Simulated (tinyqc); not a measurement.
Changing the Stoner parameter I: Stoner model of a band magnet at zero temperature. Computed by tinyqc, a small Python program. Command: `OMP_NUM_THREADS=1 python tinyqc.py 3020765 3020766 out.jsonl stoner sweep`. One thread of a shared host (Intel(R) Xeon(R) Processor @ 2.30GHz), about 0.03 s of CPU time with the checks.

Five orbitals per spin share one band; u = (E - E_bottom)/W runs from 0 to 1, and the states per spin, atom and energy are g = 5 d(u)/W with d = 1 - c cos(4 pi u). N(u) is the integral of d from 0. The moment m = n_up - n_down (electrons per atom) moves the fillings to n +/- m/10; the energy is E(m) = E_band(m) - I m^2/4.

Inputs (values chosen for the exercise, for a model d band): band width W = 3.2 eV; filling n per spin orbital = 0.57; depth c of the valley = 0.74; start moment m0 = 0.6 mu_B; largest number of steps = 600.

Density of states: two peaks.

Method. Solve N(u_F) = n; g_F = 5 d(u_F)/W; the Stoner product is I g_F. Split the bands by Delta = I m, find the common Fermi level that keeps 10 n electrons, and read m(out) = 5 [N(u + Delta/(2W)) - N(u - Delta/(2W))], N clipped to 0 and 1. Start from m0 (at most 0.9 m_max, m_max = 10 min(n, 1 - n)); stop when m changes by less than 1e-8; moments under 1e-5 count as 0.

One run for each value:
```
Stoner parameter I (eV)  moment m (mu_B)  Stoner product I g_F
0.435                             0.0000                0.7038
0.535                             0.0000                0.8656
0.636                             0.2651                1.0290
0.737                             0.5729                1.1924
0.838                             0.6984                1.3559
0.939                             4.3000                1.5193
1.040                             4.3000                1.6827
1.140                             4.3000                1.8445
1.240                             4.3000                2.0063
1.340                             4.3000                2.1681
```

Over the rows, moment m (mu_B) rises from 0 to 4.30, flat over part of the range; Stoner product I g_F rises from 0.704 to 2.17 (exponent d ln y / d ln x about 1.0 throughout). The moment appears between I = 0.535 and 0.636 eV, where I g_F goes from 0.87 to 1.03.

Extremes, crossings and ranges named in words are read from the listed rows.
